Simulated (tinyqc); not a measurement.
Changing the donor depth E_D: charge neutrality of a doped semiconductor with incomplete ionisation. Computed by tinyqc, a small Python program. Command: `OMP_NUM_THREADS=1 python tinyqc.py 3010606 3010607 out.jsonl dopant sweep`. One thread of a shared host (Intel(R) Xeon(R) Processor @ 2.30GHz), about 0.07 s of CPU time with the checks.

Energies are counted from the top of the valence band; E_D is measured down from the conduction band and E_A up from the valence band.

Inputs (values chosen for the exercise, modelled on GaN):

| quantity | value | unit |
|---|---|---|
| gap at 0 K E_g0 | 3.48 | eV |
| Varshni alpha | 0.000883 | eV/K |
| Varshni beta | 812 | K |
| electron mass m_e | 0.205 | m_0 |
| valleys M_c | 1 | - |
| hole mass m_h | 1.41 | m_0 |
| donor density N_D | 2.5e+17 | cm^-3 |
| acceptor density N_A | 1e+17 | cm^-3 |
| acceptor depth E_A | 0.197 | eV |
| donor degeneracy g_D | 2 | - |
| acceptor degeneracy g_A | 4 | - |
| static dielectric constant eps_s | 9.76 | - |
| temperature T | 200 | K |
| iteration cap | 60 | - |

Doping: n-type, compensated. Statistics of the bands: Fermi-Dirac. Solver: Newton steps on the logarithm. Start of Newton steps: intrinsic level E_i.

Constants: m_0 = 9.1093837015e-31 kg; k_B = 1.380649e-23 J/K; h = 6.62607015e-34 J s; k_B = 8.617333262e-05 eV/K.

Method:
- E_g = E_g0 - alpha T^2/(T + beta).
- N_c = 2 M_c (2 pi m_e k_B T/h^2)^(3/2) and N_v = 2 (2 pi m_h k_B T/h^2)^(3/2), masses in units of m_0.
- n_i = sqrt(N_c N_v) exp(-E_g/(2 k_B T)); E_i = E_g/2 + (k_B T/2) ln(N_v/N_c).
- n = N_c F_1/2((E_F - E_g)/k_B T), p = N_v F_1/2(-E_F/k_B T).
- F_1/2(eta) = (2/sqrt(pi)) int_0^infinity sqrt(x)/(1 + exp(x - eta)) dx, by the trapezoid rule in t = sqrt(x) with step 0.02 up to t = 12 (for eta < -12 by exp(eta) - exp(2 eta)/2^(3/2)).
- N_D+ = N_D/(1 + g_D exp((E_F - E_g + E_D)/k_B T)).
- N_A- = N_A/(1 + g_A exp((E_A - E_F)/k_B T)).
- Neutrality: p + N_D+ = n + N_A-; the log ratio is ln[(p + N_D+)/(n + N_A-)].
- Newton steps from the start named, with the slope from a central difference of 1e-6 eV; the function is the log ratio y = ln[(p + N_D+)/(n + N_A-)]; the bracket -0.3 to E_g + 0.3 eV is narrowed by the sign of y at each step, and a step that would leave it is replaced by its midpoint; stop when |log ratio| < 1e-9.

One run for each value:

| donor depth E_D (eV) | majority density n (cm^-3) | ionised share of the donors | distance of E_F from the majority band edge (eV) |
|---|---|---|---|
| 0.0050 | 1.040e+17 | 0.8159 | 0.0426 |
| 0.0099 | 9.592e+16 | 0.7837 | 0.0440 |
| 0.0200 | 7.824e+16 | 0.7130 | 0.0476 |
| 0.0390 | 4.622e+16 | 0.5849 | 0.0569 |
| 0.0770 | 9.333e+15 | 0.4373 | 0.0846 |
| 0.1500 | 1.574e+14 | 0.4006 | 0.1550 |
| 0.3000 | 2.621e+10 | 0.4000 | 0.3050 |
| 0.6000 | 7.224e+02 | 0.4000 | 0.6050 |

Over the rows, majority density n (cm^-3) falls from 1.04e17 to 722 (exponent d ln y / d ln x -0.12 between the first rows and -25 between the last); ionised share of the donors falls from 0.816 to 0.400; distance of E_F from the majority band edge (eV) rises from 0.0426 to 0.605 (exponent d ln y / d ln x 0.048 between the first rows and 0.99 between the last).

Caution (rows 0.00500, 0.00990, 0.0200): N^(1/3) a is above 0.2 for the radius a = e^2/(8 pi eps_0 eps_s E) of the dopant: near the Mott value, 0.26, the level broadens, and above it the level has merged with the band and all dopants are ionised, so such results of a fixed depth are only formal. Caution (rows 0.600): so few free carriers remain that hopping between impurities, left out here, would carry any current.
